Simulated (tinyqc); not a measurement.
Bloch-Grueneisen resistivity of a metal. Changing the residual resistivity rho_0. Computed by tinyqc, a small Python program. Command: `OMP_NUM_THREADS=1 python tinyqc.py 3019688 3019689 out.jsonl bg sweep`. One thread of a shared host (Intel(R) Xeon(R) Processor @ 2.30GHz), about 0.01 s of CPU time with the checks.

Electrons scatter from a Debye spectrum of phonons (n = 5 for scattering within one band, n = 3 for scattering into a second, heavy band) and from static defects.

Inputs (values chosen for the exercise, modelled on copper):
```
quantity,value,unit
exponent n,5,-
Debye temperature Theta,349,K
transport coupling lambda_tr,0.11,-
Drude plasma energy hbar w_p,8.6,eV
temperature T,295,K
```

Addition: none.

Constants: k_B = 1.380649e-23 J/K; hbar = 1.054571817e-34 J s; eps_0 = 8.8541878128e-12 F/m; hbar = 6.582119569e-16 eV s; k_B = 8.617333262e-05 eV/K.

Method:
- J_n(y) = int_0^y x^n e^x/(e^x - 1)^2 dx, by 96 Gauss-Legendre points (upper limit at most 60).
- rho_ph = (n - 1) rho_1 (T/Theta)^n J_n(Theta/T), with rho_1 = 2 pi lambda_tr k_B Theta/(hbar eps_0 w_p^2), the high-temperature line at T = Theta.
- Matthiessen's rule: rho = rho_0 + rho_ph.
- Temperature coefficient (1/rho) d rho/dT by a central difference of +/- 0.5 K; residual ratio rho(295 K)/rho(4.2 K); scattering time tau = 1/(eps_0 w_p^2 rho); Wiedemann-Franz kappa = L_0 T/rho, L_0 = (pi^2/3)(k_B/e)^2.

One run for each value:
```
residual resistivity rho_0 (microohm cm),temperature coefficient (1e-3/K),residual resistance ratio,resistivity rho (microohm cm)
0.002,3.8983,8.1868e+02,1.638
0.0073,3.8857,2.2504e+02,1.643
0.026,3.8420,6.3906e+01,1.662
0.095,3.6888,1.8216e+01,1.731
0.35,3.2151,5.6731e+00,1.986
1.3,2.1746,2.2581e+00,2.936
4.6,1.0238,1.3556e+00,6.236
17,0.3426,1.0962e+00,18.636
60,0.1036,1.0273e+00,61.636
```

Over the rows, temperature coefficient (1e-3/K) falls from 3.90 to 0.104 (exponent d ln y / d ln x -0.0025 between the first rows and -0.95 between the last); residual resistance ratio falls from 819 to 1.03 (exponent d ln y / d ln x -1.00 between the first rows and -0.052 between the last); resistivity rho (microohm cm) rises from 1.64 to 61.6 (exponent d ln y / d ln x 0.0025 between the first rows and 0.95 between the last). At the low end the exponent of residual resistance ratio is -1.00, close to -1: a clean metal, where the ratio is rho(295 K)/rho_0. The product rho times the coefficient, d rho/dT, stays at 6.38 nanoohm cm/K: Matthiessen's rule keeps it fixed.
